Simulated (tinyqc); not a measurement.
Optical gain and spontaneous emission in a bulk direct-gap semiconductor, step by step. Values are carried at full precision from step to step, so a last printed digit may differ when a step is redone from the rounded ones.

F_j(eta) = (1/Gamma(j + 1)) integral_0^infinity x^j dx/(1 + exp(x - eta)), which tends to exp(eta) for eta << 0.

Quasi-Fermi levels: n = Nc F_1/2(Fc/kT) and p = Nv F_1/2(Fv/kT), Fc counted up from the conduction edge and Fv down from the valence edge; Nc, Nv from N = 2 (m kB T/(4 pi c))^(3/2) with c = hbar^2/2m0, in 1/angstrom^3; times 1e24 for 1/cm^3, with me and (mhh^(3/2) + mlh^(3/2))^(2/3).

Constants: hbar^2/2m0 = 3.80998211 eV angstrom^2; kB = 8.617333262e-05 eV/K; fine-structure constant alpha = 0.007297352564; hbar = 6.58211957e-16 eV s; hbar c = 1973.269805 eV angstrom.

Inputs chosen for the exercise (near those of GaAs; shifted at random, so the results belong to these values and not to a real crystal): me = 0.069 m0 (electron mass); mhh = 0.511 m0 (heavy-hole mass); mlh = 0.0802 m0 (light-hole mass); n = 2.3e+18 1/cm^3 (injected density, n = p); T = 200 K; Eg = 1.426 eV (direct gap); Ep = 24.8 eV (Kane energy); nr = 3.67 (refractive index); E = 1.48 eV (photon energy).

## Quasi-Fermi levels

Solve for Fc and Fv.

kT = 0.017235 eV
Nc = 2.476e+17 1/cm^3
Nv = 5.300e+18 1/cm^3
Fc = 0.0893 eV
Fv = -0.0118 eV
Fc + Fv = 0.0775 eV

The separation of the quasi-Fermi levels exceeds the gap, so photons between Eg and Eg + (Fc + Fv) see gain. The quasi-Fermi level of the electrons lies inside the band, that of the holes in the gap.

## Absorption of the empty crystal

Parabolic bands, vertical transitions, no excitons. For each hole band j: mr = me mj/(me + mj); joint density of states J_j(E) = (mr/c)^(3/2) sqrt(E - Eg)/(2 pi^2), both spins, c = hbar^2/2m0; averaged matrix element |e.p|^2 = m0 Ep/6; alpha_j(E) = 4 pi^2 alpha_f c Ep J_j/(3 nr E) in 1/angstrom (alpha_f the fine-structure constant, listed as alpha among the constants), times 1e8 for 1/cm.

Evaluate at E for heavy and light holes.

mr, J and alpha of each hole band:

| hole | mr (m0) | J (1/(eV angstrom^3)) | alpha (1/cm) |
|---|---|---|---|
| heavy | 0.06079 | 2.373e-05 | 3963.7 |
| light | 0.03709 | 1.131e-05 | 1888.9 |

The heavy-hole band gives 68 % of the total, 5853 1/cm.

## Occupations and gain at E

For band j the electron sits at Ee = (E - Eg) mr/me above its edge and the hole at Eh = (E - Eg) mr/mj; fe = 1/(1 + exp((Ee - Fc)/kT)), fh = 1/(1 + exp((Eh - Fv)/kT)); gain g = sum_j alpha_j (fe + fh - 1).

Use mr and alpha from the table.

Energies, occupations and gain of each hole band:

| hole | Ee (eV) | Eh (eV) | fe | fh | g (1/cm) |
|---|---|---|---|---|---|
| heavy | 0.0476 | 0.0064 | 0.918 | 0.258 | 699 |
| light | 0.0290 | 0.0250 | 0.971 | 0.106 | 145 |

total gain = 844 1/cm

E - Eg = 0.0540 eV is below Fc + Fv = 0.0775 eV, so both bands give gain (Bernard-Duraffourg).

## Spontaneous emission

Spontaneous rate: R = integral of (nr E/(hbar c))^2/(pi^2 hbar) sum_j alpha_j fe fh dE, with alpha in 1/cm and (nr E/(hbar c))^2 in 1/cm^2 (1e16 per 1/angstrom^2); B = R/(n p); lifetime n/R.

Integrate over photon energy.

R = 1.32e+27 1/(cm^3 s)
B = 2.50e-10 cm^3/s
radiative lifetime = 1.74 ns

## Checks

- B at n = 1e13 1/cm^3 against the van Roosbroeck-Shockley value from alpha and ni^2 (cm^3/s): both 4.40e-10.

Run: tinyqc, `OMP_NUM_THREADS=1 python tinyqc.py 1680905 1680906 out.jsonl`; Intel(R) Xeon(R) Processor @ 2.30GHz, one thread, shared host; about 0.08 s of CPU time with all checks.
